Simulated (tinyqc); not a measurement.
Two coupled magnetic layers: synthetic antiferromagnet, spin flop, exchange bias and magnetoresistance: one step, computed by the program tinyqc. Command: `OMP_NUM_THREADS=1 python tinyqc.py 3027997 3027998 out.jsonl saf walk`. One thread of a shared host (Intel(R) Xeon(R) Processor @ 2.30GHz), about 0.3 s of CPU time with the checks.

Moments lie in the plane at the angles p1, p2 from the field. Energy per area: E = J1 cos(p1 - p2) + J2 cos^2(p1 - p2) - B M_s (t1 cos p1 + t2 cos p2) + K (t1 sin^2 p1 + t2 sin^2 p2).

Task: Saturation field. The parallel state is stable while the Hessian at p1 = p2 = 0 is positive: with c = J1 + 2 J2 and u = B M_s + 2K, (u t1 - c)(u t2 - c) > c^2, so B_sat M_s = c (1/t1 + 1/t2) - 2K. B_K = 2K/M_s.

Inputs (values chosen for the exercise, for a model stack):
```
quantity                         value    unit
saturation magnetisation M_s      1250    kA/m
thickness t1                       4.2      nm
thickness t2                       3.5      nm
antiferromagnetic coupling J1      1.2  mJ/m^2
biquadratic coupling J2              0  mJ/m^2
in-plane anisotropy K             0.68  kJ/m^3
field over the saturation field    0.3       -
```

Field direction: along the easy axis.

Give: exchange field c (1/t1 + 1/t2)/M_s; B_K; saturation field B_sat; applied field B.

Result:

exchange field c (1/t1 + 1/t2)/M_s = 502.86 mT

B_K = 1.088 mT

saturation field B_sat = 501.77 mT

applied field B = 150.53 mT
